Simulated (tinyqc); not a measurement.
Trading HF for NH4F at fixed fluoride: speciation in dilute and buffered hydrofluoric acid, oxide etch rate and bath loading. Computed by tinyqc, a small Python program. Command: `OMP_NUM_THREADS=1 python tinyqc.py 3120674 3120675 out.jsonl hfetch walk`. One thread of a shared host (Intel(R) Xeon(R) Processor @ 2.30GHz), about 0.01 s of CPU time with the checks.

Concentrations stand for activities, NH4+ and Cl- are spectators, and water ionisation is neglected. H, F and HF2 denote the ions H+, F- and HF2-. The base temperature is 298 K.

Inputs (values chosen for the exercise, of the order of those for thermal oxide at room temperature): HF added = 1.2 mol/L; NH4F added = 1.8 mol/L; K1 = [H][F]/[HF] = 0.000736 mol/L; K2 = [HF2]/([HF][F]) = 4.45 L/mol; K3 = [H2F2]/[HF]^2 = 0 L/mol; rate constant of neutral HF k_a = 8.2 nm L/(min mol); rate constant of HF2 k_b = 52 nm L/(min mol).

Method:
- Fluoride balance: [HF] + [F] + 2 [HF2] + 2 [H2F2] = HF added + NH4F added. Acid balance: [H] + [HF] + [HF2] + 2 [H2F2] = HF added + HCl added. For a trial [H], [HF] = [H][F]/K1, and the fluoride balance is a quadratic in [F].
- Rate = k_a ([HF] + 2 [H2F2]) + k_b [HF2], an empirical two-term form.
- Total fluoride is held at HF + NH4F added, without HCl; x is the share added as HF.

Against x:
```
x         pH  [F] (mol/L)  [HF] (mol/L)  [HF2] (mol/L)  rate (nm/min)
0.05  5.5064       2.7115        0.0115         0.1385          7.297
0.15  4.8335       2.1427        0.0427         0.4073         21.528
0.30  4.1429       1.3302        0.1301         0.7699         41.100
0.40  3.6641       0.8511        0.2506         0.9492         51.411
0.50  3.1345       0.4797        0.4783         1.0210         57.014
0.60  2.6067       0.2521        0.8472         0.9504         56.366
0.75  1.9163       0.0954        1.5711         0.6668         47.555
0.90  1.2627       0.0313        2.3221         0.3233         35.854
1.00  0.7949       0.0124        2.6917         0.1480         29.767
```

What does the comparison show, and why?

[HF2] is largest at x = 0.5 and the rate at x = 0.5 among these rows; HF2 needs both HF and F. At its best the mixture etches 1.92 times as fast as HF alone.

Extremes, crossings and ranges named in words are read from the listed rows.
